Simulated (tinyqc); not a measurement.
# Floating body of a partially depleted SOI transistor: body voltage and kink: output curve and kink

Source at 0 V. Channel current Ic = 2 nf K Vt^2 [F(0) - F(Vd)](1 + la Vd), F(V) = ln^2(1 + exp((Vg - VT - nf V)/(2 nf Vt))), VT = VT0 - gb Vb. Saturation voltage Vs = 2 Vt sqrt(F(0)) + 3 Vt, excess Ve = (Vd - Vs + sqrt((Vd - Vs)^2 + 0.0004 V^2))/2, multiplication M1 = Ai Ve exp(-Bl/Ve). Each junction passes D(v) = J1 (exp(v/Vt) - 1) + J2 (exp(v/(2 Vt)) - 1). Bipolar current Ib = bb J1 (exp(Vb/Vt) - 1). The body settles where M1 (Ic + Ib) = D(Vb) + D(Vb - Vd) + Vb/Rb; drain current Id = (1 + M1)(Ic + Ib) - D(Vb - Vd).

Rows with more than one solution for Vb (latch) are left out; dId/dVd by a forward difference over 1e-4 V, swing = 1e-4 V over the change of log10 Id; M1 under 1e-12 is printed as 0.

Inputs (values chosen for the exercise); values of the order met in partially depleted silicon-on-insulator transistors: temperature T = 358 K; threshold at zero body voltage VT0 = 0.41 V; fall of the threshold per volt of body voltage gb = 0.2; slope factor nf = 1.34; gain factor per width K = 380 uA/(V^2 um); channel-length modulation factor la = 0.09 1/V; impact-ionisation prefactor Ai = 2.24 1/V; impact-ionisation voltage Bl = 8.8 V; diffusion saturation current of each junction J1 = 4.2e-10 uA/um; recombination saturation current of each junction J2 = 1.7e-8 uA/um; gain of the lateral bipolar transistor on the diffusion current bb = 0.5; resistance of a weak body tie to the source (1e9 stands for no tie, and the term is then dropped) Rb = 1e9 kohm um; gate voltage Vg = 0.54 V.

Constants: q = 1.602176634e-19 C, kB = 1.380649e-23 J/K, Vt = kB T/q. Results are converted to the units shown.

Result of one run:

| Vd (V) | Vb (V) | M1 | Id, floating (uA/um) | Id, grounded (uA/um) | ratio | dId/dVd, floating (uS/um) | dId/dVd, grounded (uS/um) |
|---|---|---|---|---|---|---|---|
| 1.32 | 0.5011 | 5.490e-4 | 8.781 | 3.366 | 2.609 | 4.733 | 0.2964 |

What becomes of these results when the drain voltage Vd is changed from 1.32 to 1 V, all else the same?

Result of the changed run:

| Vd (V) | Vb (V) | M1 | Id, floating (uA/um) | Id, grounded (uA/um) | ratio | dId/dVd, floating (uS/um) | dId/dVd, grounded (uS/um) |
|---|---|---|---|---|---|---|---|
| 1 | 0.3769 | 1.333e-5 | 6.947 | 3.276 | 2.120 | 7.098 | 0.2720 |

The whole series:

| Vd (V) | Vb (V) | M1 | Id, floating (uA/um) | Id, grounded (uA/um) | ratio | dId/dVd, floating (uS/um) | dId/dVd, grounded (uS/um) |
|---|---|---|---|---|---|---|---|
| 0.84 | 0.2665 | 6.438e-7 | 5.613 | 3.233 | 1.736 | 10.00 | 0.2706 |
| 1 | 0.3769 | 1.333e-5 | 6.947 | 3.276 | 2.120 | 7.098 | 0.2720 |
| 1.16 | 0.4490 | 1.134e-4 | 7.956 | 3.320 | 2.396 | 5.643 | 0.2784 |
| 1.32 | 0.5011 | 5.490e-4 | 8.781 | 3.366 | 2.609 | 4.733 | 0.2964 |
| 1.48 | 0.5409 | 0.001836 | 9.490 | 3.416 | 2.778 | 4.177 | 0.3331 |
| 1.64 | 0.5723 | 0.004768 | 10.13 | 3.474 | 2.917 | 3.911 | 0.3938 |
| 1.8 | 0.5979 | 0.01034 | 10.76 | 3.543 | 3.035 | 3.910 | 0.4816 |

Vb rises from 0.267 to 0.598 V and the ratio of the currents rises from 1.74 to 3.04. The output conductance with a floating body exceeds the grounded value by the largest factor among the rows, 37.0, at Vd = 0.84 V, where Vb = 0.267 V and M1 = 6.44e-7.

Range of the model: The multiplication law is an empirical form chosen for the exercise; self-heating and capacitive coupling to the body are left out, and the linear laws are rough once Vb passes about 0.7 V or M1 about 0.1.

tinyqc, about 0.2 s, one thread, Intel Xeon 2.30GHz (shared host): `OMP_NUM_THREADS=1 python tinyqc.py 2182230 2182231 out.jsonl`
